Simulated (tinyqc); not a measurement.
Inside a calculation. Model: sheet resistance and Hall data of a diffused or implanted layer. Computed by tinyqc, a small Python program that keeps every step. Command: `OMP_NUM_THREADS=1 python tinyqc.py 3001106 3001107 out.jsonl layer walk`. One thread of a shared host (Intel(R) Xeon(R) Processor @ 2.30GHz), about 0.01 s of CPU time with the checks. Intermediate numbers are printed to about 7 digits and carried at full precision; extremes and crossings named in words are read from the listed rows.

Carriers are taken equal to the net active doping down to the junction (full ionisation, which deep dopants in wide-gap hosts do not reach; no spill-over, no depletion), and the Hall factor is 1.

Inputs (values chosen for the exercise, modelled on nitrogen in 4H-SiC):
```
quantity,value,unit
mu_min,39.8,cm^2/(V s)
mu_max,978,cm^2/(V s)
N_ref,2.1e+17,1/cm^3
exponent alpha,0.61,-
peak concentration N_0,5.1e+18,1/cm^3
length scale l,19,nm
background doping N_B (opposite type),7.4e+15,1/cm^3
probe current I,0.5,mA
magnetic field B,0.5,T
```

Profile: complementary error function. Activation: complete.

Constants: e = 1.602176634e-19 C.

## Dose and junction depth

N(x) = N_0 erfc(x/l), dose N_0 l/sqrt(pi), junction x_j = l erfc^-1(N_B/N_0).

dose = 5.466997e+12 1/cm^2

junction depth x_j = 42.78134 nm

Caution: the layer is not thick against surface and junction depletion widths, which remove carriers that this model counts.

## Profile

Mobility mu = mu_min + (mu_max - mu_min)/(1 + (N_t/N_ref)^alpha), N_t = active doping + N_B; carriers n = active doping - N_B, all dopants active. sigma = e n mu.

Depth, doping, carriers, mobility and conductivity at 2, 10, 20, 35, 50, 65, 80, 90 and 98 % of the layer:
```
x (nm),N (1/cm^3),n (1/cm^3),mu (cm^2/(V s)),sigma (S/cm)
0.85563,4.841022e+18,4.833622e+18,160.2866,1.241310e+02
4.27813,3.825805e+18,3.818405e+18,176.1551,1.077674e+02
8.55627,2.673493e+18,2.666093e+18,203.5859,8.696278e+01
14.97347,1.351809e+18,1.344409e+18,267.2818,5.757199e+01
21.39067,5.678827e+17,5.604827e+17,369.0904,3.314403e+01
27.80787,1.962009e+17,1.888009e+17,513.3275,1.552776e+01
34.22507,5.534177e+16,4.794177e+16,674.3271,5.179587e+00
38.50320,2.120833e+16,1.380833e+16,763.4855,1.689089e+00
41.92571,9.203798e+15,1.803798e+15,813.4439,2.350856e-01
```

The mobility varies by a factor 5.1 across these points and the conductivity by 528.

## Sheet values

Integrals from x_0 (0 unless stated) to x_j by the midpoint rule on 400 even intervals: 1/R_s = e int n mu dx; sheet density n_s = int n dx; Hall sheet density (int n mu dx)^2/int n mu^2 dx; Hall mobility int n mu^2 dx/int n mu dx. Mean conductivity 1/(R_s x_j); mean mobility 1/(e n_s R_s).

sheet resistance R_s = 5254.785 ohm

sheet density n_s = 5.432634e+12 1/cm^2

mean mobility = 218.6373 cm^2/(V s)

Hall sheet density = 4.788708e+12 1/cm^2

Hall mobility = 248.0369 cm^2/(V s)

mean conductivity 1/(R_s x_j) = 44.48265 S/cm

Carriers amount to 99.4 % of the dose. A Hall measurement weights the mobile tail and reports 88.1 % of n_s.

## What the probes read

Collinear four-point probe on a large thin layer: V = I R_s ln(2)/pi. Van der Pauw on a symmetric sample: R = R_s ln(2)/pi as well. Hall voltage V_H = I B/(e x Hall sheet density); tangent of the Hall angle V_H/(I R_s).

four-point voltage = 579.6963 mV

Hall voltage = 32.58452 mV

tangent of the Hall angle = 0.01240185

## Shortcuts against the integral

Shortcuts: R_s = 1/(e Q mu) with the dose Q and the mobility at the (active) peak concentration; 1/(e n_s mu) with mu at N_t = n_s/x_j + N_B; 1/(e Q mu_max).

Sheet resistances:
```
method,R_s (ohm),deviation (%)
integral,5254.785,0.00000
"dose, mobility at the peak",7272.143,38.39087
"n_s, mobility at the mean concentration",4194.838,-20.17108
"dose, mu_max",1167.352,-77.78497
```

The closest shortcut is «n_s, mobility at the mean concentration» (-20.2 %). The peak mobility is the lowest in the layer, so with full activation it overestimates R_s.

## Stripping the layer step by step

After removing a depth d the integrals start at d. Differences between neighbouring rows give the local conductivity -d(1/R_s)/dx at the middle of the slice (the last slice uses one more step, not listed).

Differential sheet resistance:
```
removed d (nm),R_s (ohm),slice conductivity (S/cm),sigma at mid-slice (S/cm)
0.0,5254.8,117.9737,118.0220
4.3,7164.7,97.1902,97.1820
8.6,10226.8,76.5866,76.5287
12.9,15420.2,57.3419,57.2464
17.2,24880.0,40.3565,40.2357
21.5,43783.4,26.2442,26.1084
25.8,86544.9,15.3601,15.2213
30.1,202026.2,7.7602,7.6357
```

R_s doubles after removing between 8.60 and 12.9 nm of a layer 42.8 nm deep, so half the current flows above that depth. Where sigma exceeds a tenth of its largest listed value, the slice values agree with it within 1 %.

Checks made by the program: conductance integral against adaptive quadrature (relative difference 1e-06).
